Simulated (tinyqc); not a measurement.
Inside a calculation: thresholds of impact ionisation and Auger recombination from band masses. Values are carried at full precision from step to step, so a last printed digit may differ when a step is redone from the rounded ones.

Parabolic bands, no phonon. At threshold the three slow carriers share one velocity. With M their total mass and m4 the mass of the fast carrier, the fast carrier has the kinetic energy E_T = G M/(M - m4) and the slow ones together E_a = G m4/(M - m4), the activation energy of the Auger rate. CCCH (fast electron): G = Eg, M = 2 me + mh, m4 = me. CHHS (hole into the split-off band): G = Eg - Dso, M = 2 mh + me, m4 = ms; this form holds for Eg > Dso (below, the process needs about Dso - Eg and is marked by a dash). CHHL (hole into the light band): G = Eg, M = 2 mh + me, m4 = ml. CHHH (fast heavy hole): G = Eg, M = 2 mh + me, m4 = mh.

Constants: kB = 8.617333262e-05 eV/K; hbar^2/2m0 = 3.80998211 eV angstrom^2.

Inputs chosen for the exercise (near those of InAs, gap at low temperature and not tied to T; the results hold for these values, not for the real material): Eg = 0.421 eV (gap at Gamma to the s-like level); Dso = 0.385 eV (spin-orbit splitting); me = 0.0253 m0 (electron mass at Gamma); mh = 0.41 m0 (heavy-hole mass); ms = 0.137 m0 (split-off mass); ml = 0.027 m0 (light-hole mass); T = 250 K (temperature).

## Thresholds of four processes

Give G, M, m4, E_T, E_a and E_a/kT.

Results:

| process | G (eV) | M | m4 | E_T (eV) | E_a (eV) | E_a/kT |
|---|---|---|---|---|---|---|
| CCCH | 0.4210 | 0.4606 | 0.0253 | 0.4455 | 0.0245 | 1.14 |
| CHHS | 0.0360 | 0.8453 | 0.1370 | 0.0430 | 0.0070 | 0.32 |
| CHHL | 0.4210 | 0.8453 | 0.0270 | 0.4349 | 0.0139 | 0.64 |
| CHHH | 0.4210 | 0.8453 | 0.4100 | 0.8175 | 0.3965 | 18.41 |

The lowest activation energy is that of CHHS (7 meV), then CHHL (14 meV). CHHS leads because G = Eg - Dso is small. At equal G a light fast carrier takes up the energy with little momentum, so little is asked of the slow ones; CHHH asks 0.94 Eg. For equal masses E_T would be 3/2 Eg; for electrons here it is 1.058 Eg.

## Momenta at the CCCH threshold

At the threshold of the parabolic CCCH process the fast electron has E_T = Eg M/(M - me), M = 2 me + mh, and the slow carriers E_a = E_T - Eg together. It has k4 = sqrt(me E_T/c), c = hbar^2/2m0; the slow carriers share k4 in proportion to their masses. Give the wave vectors and kinetic energies, and check that they add up to E_a.

k4 = 0.05439 1/angstrom

electron, electron, hole (1/angstrom): 0.00299  0.00299  0.04841

their kinetic energies (meV): 1.34  1.34  21.78

sum = 24.47 meV

The hole carries 89 % of the momentum and of the energy of the slow carriers.

## Non-parabolicity raises the threshold

Non-parabolic fast electron: E (1 + alpha E) = c k^2/me with alpha = (1 - me)^2/Eg; the slow carriers stay parabolic, so E_T = Eg + me E_T (1 + alpha E_T)/M, M = 2 me + mh (the root between Eg and 1.9 Eg).

Give alpha, E_T, E_a = E_T - Eg and k4.

alpha = 2.2566 1/eV
E_T = 0.4751 eV
E_a = 0.05407 eV
k4 = 0.08085 1/angstrom

E_a is 2.21 times the parabolic value, since an electron at E_T above the edge has 1 + alpha E_T = 2.07 times the squared momentum, and E_T itself is 1.07 times higher.

## Temperature dependence

For non-degenerate carriers at fixed densities the Auger coefficient goes as exp(-E_a/kT), up to slowly varying powers of T. Give exp(-E_a/kT) for the parabolic and the non-parabolic CCCH value, and the characteristic temperature T0 = kT^2/E_a of each.

Boltzmann factors: 0.3212  0.08128

T0 (K): 220  100

Non-parabolicity lowers the factor by 4.0 times; direct CCCH stays open at this temperature.

## Checks

- Largest energy that an electron at k4 can give to a pair, by numerical search, against Eg (eV): both 0.4210.

Program tinyqc; command `OMP_NUM_THREADS=1 python tinyqc.py 1850611 1850612 out.jsonl`; about 0.01 s on one thread of a shared Intel(R) Xeon(R) Processor @ 2.30GHz.
